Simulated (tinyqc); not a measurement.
# Kinetics of strain relaxation and threading dislocations in mismatched semiconductor layers, step by step

A worked calculation. Computed by tinyqc, a small Python program that keeps every step. Command: `OMP_NUM_THREADS=1 python tinyqc.py 3008665 3008666 out.jsonl threading walk`. One thread of a shared host (Intel(R) Xeon(R) Processor @ 2.30GHz), about 0.01 s of CPU time with the checks. Intermediate numbers are printed to about 6 digits and carried at full precision; extremes and crossings named in words are read from the listed rows.

60-degree dislocations on {111} planes of a (001) layer, isotropic elasticity. The Schmid factor is 1/sqrt(6), and a misfit segment relieves strain with b/2.

Inputs (values chosen for the exercise, modelled on Si(0.7)Ge(0.3) on Si):
```
quantity                                      value          unit
misfit f                                     0.0122             -
shear modulus G                                63.2           GPa
Poisson ratio nu                               0.27             -
Burgers vector b                               3.89      angstrom
glide activation energy Q                      2.07            eV
velocity prefactor v0                         25000   m/s per MPa
layer thickness h                                81            nm
anneal temperature T                            731             K
anneal time t                                  2900             s
initial thread density rho_0                2.9e+07        1/cm^2
multiplication constant delta                  4000           1/m
grading rate (misfit per thickness) R_f       0.011  1/micrometre
growth temperature of the buffer T_g            843             K
growth rate R_g                                0.11          nm/s
reaction radius r_A                              32            nm
final thickness of a thick uniform layer H     0.42    micrometre
aspect ratio of a trench                        2.3             -
```

Sources: multiplication.

Constants: k_B = 8.617333262e-05 eV/K.

## Excess stress and glide velocity at the start

Excess resolved stress tau = (1/sqrt 6) [2 G (1 + nu)/(1 - nu)] (e - e_eq), e_eq = b (1 - nu/4) [ln(h/b) + 1]/(4 pi (1 + nu) h), the Matthews-Blakeslee strain of an uncapped layer; glide velocity v = v0 tau exp(-Q/(k_B T)), tau in MPa.

equilibrium strain e_eq = 0.00177867

excess stress tau = 935.568 MPa

mobility v/tau = 1.33848e-10 m/s per MPa

initial velocity = 0.125224 micrometre/s

The layer carries 6.9 times its equilibrium strain. In the anneal time a thread would run 360 micrometre at this speed.

## Relaxation in the anneal

Threads run in two directions, so de/dt = -(b/4) rho v, and they multiply as d rho/dt = delta rho v. With x = e - e_eq, x0 = f - e_eq (fully strained at t = 0) and v = m S x (m the mobility, S x = tau): rho = rho_0 + (4 delta/b)(x0 - x), so dx/dt = -k x (a - x), k = delta m S, a = x0 + b rho_0/(4 delta): a logistic law, x = a/[1 + (a/x0 - 1) exp(k a t)]. The half time is that at which x = x0/2.

strain left e = 0.00378090

share of the excess strain relieved = 80.7872 %

thread density = 6.36287e+07 1/cm^2

half time = 1484.29 s

Most of the excess strain is gone. The misfit lines laid down are 0.023 micrometre apart. Caution: blocking of threads by crossing misfit lines, left out here, leaves real layers with more strain.

## Anneal temperature

The formulas are those given above.

After the time t:
```
T (K)  first velocity (micrometre/s)  relieved (%)  threads (1/cm^2)  half time (s)
630                      6.45274e-04        0.5070       2.92173e+07    2.88046e+05
650                      2.08574e-03        1.6431       2.97043e+07    8.91140e+04
675                      8.19777e-03        6.5201       3.17948e+07    2.26731e+04
694                      2.17182e-02       17.4981       3.65004e+07    8.55820e+03
716                      6.29082e-02       49.1880       5.00840e+07    2.95460e+03
732                      1.30974e-01       82.6090       6.44096e+07    1.41913e+03
753                      3.27073e-01       99.5729       7.16810e+07    5.68278e+02
787                      1.29772e+00      100.0000       7.18641e+07    1.43227e+02
```

The half time follows exp(Q/(k_B T)), a decade for each 49 K near 716 K. Relief goes from 17 % at 694 K to 82.6 % at 732 K: multiplication raises the thread density by a factor 2.48 in the hottest row. Caution: rows with more than 50 % relieved leave out blocking by crossing misfit lines, which slows real layers.

## Graded buffer

In steady grading, strain is fed at R_f R_g and relieved at (b/4) rho v. As a glide-limited estimate, the driving stress is taken as the mean stress of the strained top zone, whose depth z solves R_f z/2 = e_eq(z), with strain R_f z at the surface; tau_g = S R_f z/2 is its mean; then rho = 4 R_f R_g/(b m tau_g), m = v0 exp(-Q/(k_B T_g)), S = (1/sqrt 6) 2 G (1 + nu)/(1 - nu), e_eq(z) = b (1 - nu/4) [ln(z/b) + 1]/(4 pi (1 + nu) z).

depth z of the strained zone = 171.132 nm

stress tau_g = 84.4978 MPa

thread density of the buffer = 1.39755e+06 1/cm^2

buffer thickness f/R_f = 1.10909 micrometre

Raising T_g by 50 K would lower this density by a factor 4.9: fast glide lets few threads do the work.

## Thick uniform layer and trapping in a trench

A separate case, a thick relaxed layer. Pair reactions during growth: d rho/dh = -K rho^2 with K = 2 r_A tan(psi) and threads inclined by psi = 45 degrees (the <110> lines of {111} planes), so rho = 1/(K H) for a layer that starts with far more threads than that, as highly mismatched layers do. In a trench along [110] a thread on {111} rises at 54.74 degrees across the width, and leaves through the wall below the height w tan(54.74 degrees) = sqrt(2) w; the share of threads, evenly spread over the floor, that reach the top is max(0, 1 - a/sqrt 2) for the aspect ratio a.

thread density at H = 3.72024e+09 1/cm^2

share that reaches the top = 0

The trench traps all threads that cross it; those that run along it are not trapped. Thickness alone needs 1600 micrometre for 1e6 /cm^2. Caution: at this small misfit a layer may start with fewer threads than 1/(K H), which is then only an upper bound.

Checks made by the program: strain against numerical integration (relative difference below 1e-10).
